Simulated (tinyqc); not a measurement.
# Quantum point contact as a saddle point with Zeeman splitting: what changes with what

Potential V0 - m wx^2 x^2/2 + m wy^2 y^2/2; energies are counted from V0. Mode n = 0, 1, ... transmits T_n(E) = 1/(1 + exp(-2 pi (E - E_n)/wx)), E_n = wy (n + 1/2) +/- Ez/2 for the two spins, Ez = gs muB B, muB = q hbar/(2 m0); each spin carries q^2/h.

Values chosen for this exercise: temperature T = 0.5 K; transverse quantum hbar wy wy = 1.9 meV; curvature of the barrier hbar wx wx = 1.4 meV; size of the g factor gs = 5.3; in-plane magnetic field B = 1 T.

Constants: q = 1.602176634e-19 C, kB = 1.380649e-23 J/K, hbar = 1.054571817e-34 J s, m0 = 9.1093837015e-31 kg, Vt = kB T/q. Results are converted to the units shown.

Each table varies one quantity; the others keep the values above.

## Spin splitting of the first step

g(T) = int g(E) (-df/dE) dE = int g(mu + x kB T) dx/(4 cosh^2(x/2)), g(E) the zero-temperature value at E, g = G/(2 q^2/h).

Spin splitting of the first step:
```
B (T)	Ez (meV)	g at mu = wy/2	dg/dmu there (1/meV)
0	0	0.5002	1.091
0.8	0.2454	0.5002	1.018
1.6	0.4909	0.5004	0.8348
2.4	0.7363	0.5006	0.6140
3.2	0.9817	0.5010	0.4170
4	1.227	0.5017	0.2701
4.8	1.473	0.5029	0.1736
5.6	1.718	0.5049	0.1180
```

What does the table show?

At the middle of the first riser g stays near 1/2, while the slope falls from 1.09 to 0.118 1/meV. It is below a fifth of its zero-field value from B = 4.8 T on, where Ez = 1.47 meV exceeds the width of the riser, about 1/slope = 0.917 meV at zero field: a plateau at q^2/h has formed.

## Conductance steps

Same model as above.

Results:
```
mu (meV)	g at T = 0	g(T)	dg/dmu (1/meV)
0	0.01714	0.01815	0.07920
0.47	0.1213	0.1256	0.4649
0.95	0.5002	0.5003	0.9802
1.42	0.8760	0.8718	0.4884
1.9	1.000	1.000	0.1584
2.38	1.124	1.128	0.4885
2.85	1.500	1.500	0.9814
3.32	1.876	1.872	0.4885
3.8	2.000	2.000	0.1584
4.27	2.119	2.123	0.4750
5.22	2.876	2.872	0.4885
5.7	3.000	3.000	0.1584
6.17	3.119	3.123	0.4750
6.65	3.500	3.500	0.9814
```

Estimate the missing row, mu = 4.75 meV.

Computed row:
```
mu (meV)	g at T = 0	g(T)	dg/dmu (1/meV)
4.75	2.500	2.500	0.9814
```

With this row back in the table: g rises from 0.0181 to 3.50. The slope is smallest, 0.158 per meV, at mu = 1.9 meV (g = 1.00) and largest, 0.981, at 6.65 meV among the rows after the first. A riser is wx/(2 pi) = 0.223 meV wide by tunnelling and kB T = 0.0431 meV by heat, against the spacing wy = 1.9 meV and Ez = 0.307 meV.

Range of the model: Orbital effects of the in-plane field and interactions (such as the 0.7 feature) are left out.

Numbers from tinyqc (`OMP_NUM_THREADS=1 python tinyqc.py 2740131 2740132 out.jsonl`; about 0.06 s on one thread of a shared Intel Xeon 2.30GHz).
